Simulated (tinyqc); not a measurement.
## Body thickness for a wanted scale length

Question. A double-gate structure has tan(pi ti/Lambda) tan(pi ts/(2 Lambda)) = ei/eps_r, both angles below pi/2. Find ts.

Values chosen for this exercise; permittivities: semiconductor close to that of germanium, insulator close to that of aluminium oxide:
- eps_r = 16.3 (relative permittivity of the semiconductor)
- ei = 9.36 (relative permittivity of the insulator)
- ti = 4.6 nm (insulator thickness)

Lambda = 24.195139 nm

Answer. The condition is explicit in ts: an arctangent, taken between 0 and pi/2.

ts = 10.80 nm

Program tinyqc, `OMP_NUM_THREADS=1 python tinyqc.py 2420075 2420076 out.jsonl`; Intel Xeon 2.30GHz, shared host, one thread, about 0.01 s.
